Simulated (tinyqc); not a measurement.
Straight dislocations in isotropic elasticity: fields, energies, partials, Peierls stress and walls: one step, computed by the program tinyqc. Command: `OMP_NUM_THREADS=1 python tinyqc.py 3000334 3000335 out.jsonl disloc walk`. One thread of a shared host (Intel(R) Xeon(R) Processor @ 2.30GHz), about 0.01 s of CPU time with the checks.

The line runs along z, the glide plane is y = 0, and beta is the angle between b and the line (0 screw, 90 degrees edge): b_e = b sin(beta) along +x with the extra half plane at y > 0, b_s = b cos(beta). Stress is positive in tension.

Task: Stress at a point. With D = G b_e/(2 pi (1 - nu)), S = G b_s/(2 pi), r^2 = x^2 + y^2: s_xx = -D y (3x^2 + y^2)/r^4, s_yy = D y (x^2 - y^2)/r^4, s_xy = D x (x^2 - y^2)/r^4, s_zz = nu (s_xx + s_yy), s_xz = -S y/r^2, s_yz = S x/r^2. Pressure p = -trace/3.

Inputs (values chosen for the exercise, for a model fcc or diamond crystal): shear modulus G = 48.2 GPa; Poisson ratio nu = 0.2; Burgers vector b = 4.216 angstrom.

Character: edge.

field point (x, y) (nm): [1, -8.3]

Give: stress; pressure p.

Result:

stress (MPa):
```
,x,y,z
x,493.8,-56.2,0.0
y,-56.2,466.4,0.0
z,0.0,0.0,192.0
```

pressure p = -384.1 MPa

The point lies below the glide plane, on the stretched side.
